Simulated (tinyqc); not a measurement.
Coulomb enhancement above the gap: Wannier exciton and Elliott formula.

Values chosen for the exercise (out of a larger set: near those of Ge at its direct gap; not measured data): xs = (0.069, 0.2, 0.56, 1, 6.1, 8.5, 26, 130) ((E - Eg)/Ry*).

Ry* = 1.5024 meV

With x = (E - Eg)/Ry* and y = pi/sqrt(x): S3 = y exp(y)/sinh(y), and S2 = exp(y)/cosh(y). Free-pair absorption goes as sqrt(x) in three dimensions and is constant in two.

Factors:

| x | E - Eg (meV) | sqrt(x) | S3 | S3 sqrt(x) | S2 |
|---|---|---|---|---|---|
| 0.069 | 0.10 | 0.263 | 23.920 | 6.283 | 2.000 |
| 0.20 | 0.30 | 0.447 | 14.050 | 6.283 | 2.000 |
| 0.56 | 0.84 | 0.748 | 8.398 | 6.285 | 2.000 |
| 1.0 | 1.50 | 1.000 | 6.295 | 6.295 | 1.996 |
| 6.1 | 9.16 | 2.470 | 2.761 | 6.819 | 1.854 |
| 8.5 | 12.77 | 2.915 | 2.438 | 7.107 | 1.792 |
| 26 | 39.06 | 5.099 | 1.740 | 8.870 | 1.548 |
| 1.3e+02 | 195.31 | 11.402 | 1.301 | 14.830 | 1.269 |

In three dimensions the product tends to 2 pi = 6.283 at the edge (6.283 in the first row), so the square-root onset becomes a step. Even 195 meV above the gap the enhancement is 1.30; it decays only as 1 + pi/sqrt(x) = 1.28. In two dimensions it never exceeds 2 and has fallen to 1.27.

tinyqc: `OMP_NUM_THREADS=1 python tinyqc.py 1252052 1252053 out.jsonl`; about 0.01 s, one thread, shared Intel(R) Xeon(R) Processor @ 2.30GHz.
